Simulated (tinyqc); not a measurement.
Trench capacitor in an array: capacitance, non-linearity, leakage and relaxation: one step of the calculation.

A film between two metal electrodes, each interface adding a series capacitance ci. The small-signal permittivity is ek (1 + aq E^2); the field is found with the linear permittivity. Leakage J = J0 sinh(E/Ef). After a voltage step the film passes a relaxation current kr C V tt^(-nr), tt being the time in seconds. The sidewall is a coaxial capacitor with radii a = dm/2 - t and b = dm/2, depth AR dm; the end face is left out.

Question. Planar capacitance, field and non-linearity. Planar film: Cf = eps0 ek/t, 1/C = 1/Cf + 2/ci, EOT = 3.9 eps0/C, effective permittivity C t/eps0, E = (V/t) C/Cf; quadratic coefficient [C(V)/C - 1]/V^2 with Cf (1 + aq E^2) in C(V).

Parameters, values chosen for the exercise; permittivity of the order of that of silicon nitride: relative permittivity of the film ek = 7.89; film thickness t = 16 nm; capacitance of each electrode interface (dead layer and screening) ci = 49 uF/cm^2; quadratic field coefficient of the permittivity aq = 0.0032 cm^2/MV^2; bias V = 0.7 V; leakage prefactor J0 = 5.6e-11 A/cm^2; field for an e-fold rise of the leakage Ef = 0.17 MV/cm.

Constants: eps0 = 8.8541878128e-14 F/cm where lengths are in cm. Results are converted to the units shown.

Give: Cf; C; EOT; effective permittivity; E; quadratic coefficient; J.

Answer.

Cf = 0.4366 uF/cm^2
C = 0.4290 uF/cm^2
EOT = 8.050 nm
effective permittivity = 7.752
E = 0.4298 MV/cm
quadratic coefficient = 1185 ppm/V^2
J = 3.487e-10 A/cm^2

The interfaces take 1.75 % of the voltage.

tinyqc, about 0.01 s, one thread, Intel Xeon 2.30GHz (shared host): `OMP_NUM_THREADS=1 python tinyqc.py 2102203 2102204 out.jsonl`
